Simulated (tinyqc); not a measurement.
Inside a calculation: six-band hole subbands of a thin body in a field. Values are carried at full precision from step to step, so a last printed digit may differ when a step is redone from the rounded ones.

Constants: hbar^2/2m0 = 3.80998211 eV angstrom^2.

Inputs chosen for the exercise (near those of a p-type Si channel; not measured data): g1 = 4.27 (Luttinger gamma1); g2 = 0.34 (gamma2); g3 = 1.45 (gamma3); face = 110 (surface); Dso = 0.043 eV (spin-orbit splitting); b = -2.08 eV (tetragonal potential); d = -4.75 eV (trigonal potential); S = (7.57, -2.12, 12.58) 1/TPa (compliances s11, s12, s44); t = 35 angstrom (body thickness); F = 0.5 MV/cm (field across the body); sx = 0 GPa (stress along the channel [1-10], negative in compression); kmax = 0.1 1/angstrom (end of the path).

## Confinement masses without spin-orbit coupling

C(n n^T)/c has C_XX = (g1 + 4 g2) nx^2 + (g1 - 2 g2)(ny^2 + nz^2) and C_XY = 6 g3 nx ny, n the unit normal; its eigenvalues are the inverse masses along n.

C(n n^T)/c, rows X, Y, Z and columns alike:
```
[[4.6100, 4.3500, 0],
 [4.3500, 4.6100, 0],
 [0, 0, 3.5900]]
```

masses (m0): [3.8462, 0.2786, 0.1116]

The heaviest mass, 3.85, comes from a near cancellation among the gammas, so a few per cent in them move it strongly.

## The matrix for one sine at q = 0

Basis X, Y, Z times spin, hole energies counted downwards from the unstrained edge (the hydrostatic shift is left out), c = hbar^2/2m0. For a symmetric tensor T let C(T) have C_XX = L Txx + M (Tyy + Tzz), C_XY = N Txy (cyclic), L = c (g1 + 4 g2), M = c (g1 - 2 g2), N = 6 c g3. k = q + kz n, n the unit normal, q = k1 u + k2 v with u along the channel [1-10] and v = n x u. H = C(k k^T) + (Dso/3)(1 - L.sigma) - B + e F z with (L_k)_ij = -i epsilon_kij; B is the block C built from the traceless strain with 2b, -b and sqrt(3) d in place of L, M, N. Strain: exx = eyy = (s11 + s12) sx/2, ezz = s12 sx, exy = -s44 sx/4. Hard walls at z = 0 and t; basis sin(j pi z/t), j = 1 to Nz: kz^2 = (j pi/t)^2, kz = -i D with D_jl = 4 j l/(t (j^2 - l^2)), z_jj = t/2 and z_jl = -8 t j l/(pi (j^2 - l^2))^2 for j + l odd; 1 MV/cm = 0.01 eV/angstrom.

Nz = 1, in meV.

H (meV), rows X+, Y+, Z+, X-, Y-, Z- and columns alike:
```
[[243.34, 133.53+14.33i, 0, 0, 0, -14.33],
 [133.53-14.33i, 243.34, 0, 0, 0, 14.33i],
 [0, 0, 212.03, 14.33, -14.33i, 0],
 [0, 0, 14.33, 243.34, 133.53-14.33i, 0],
 [0, 0, 14.33i, 133.53+14.33i, 243.34, 0],
 [-14.33, -14.33i, 0, 0, 0, 212.03]]
```

## Its levels

Diagonalise; the levels come in pairs. Give each pair and its weights on X, Y, Z, summed over spin and averaged over the pair.

levels (meV): [107.28, 212.43, 379.01]

weights, rows X, Y, Z; columns pair 1, pair 2, pair 3:
```
[[0.492, 0.012, 0.496],
 [0.492, 0.012, 0.496],
 [0.017, 0.975, 0.008]]
```

## More sines

The four lowest pairs at q = 0.

Hole energies (meV):
```
Nz  pair 1  pair 2  pair 3  pair 4
1   107.28  212.43  379.01       -
2    86.24  153.96  209.62  377.79
4    81.07  132.78  180.69  209.61
8    80.95  132.28  178.69  209.59
16   80.95  132.28  178.69  209.59
```

One sine is 26.33 meV off in the top subband, since the field mixes the sines. The second pair lies 51.3 meV deeper.

## Dispersion of the top subband

Nz = 14; the two lowest levels (spin-split where the field breaks inversion), in meV from their value at q = 0.

Energies (meV):
```
|q| (1/angstrom)     u a     u b     v a     v b
0.025              20.18   21.27    8.52    8.56
0.050              80.94   83.61   34.10   34.20
0.075             177.05  180.33   76.65   76.92
0.100             252.46  253.78  135.97  136.68
```

From the mean of each pair in the first row, c q^2/E gives 0.11 m0 along u and 0.28 m0 along v. The largest distance between a and b in the table is 3.28 meV.

## Checks

- Top level at q = 0 on (001) without field and stress against c (g1 - 2 g2)(pi/t)^2, eV: both 0.11020.
- Hermiticity, and E(q) against E(-q): they agree to 1e-10 or better.

Program tinyqc; command `OMP_NUM_THREADS=1 python tinyqc.py 1250410 1250411 out.jsonl`; about 0.5 s on one thread of a shared Intel(R) Xeon(R) Processor @ 2.30GHz.
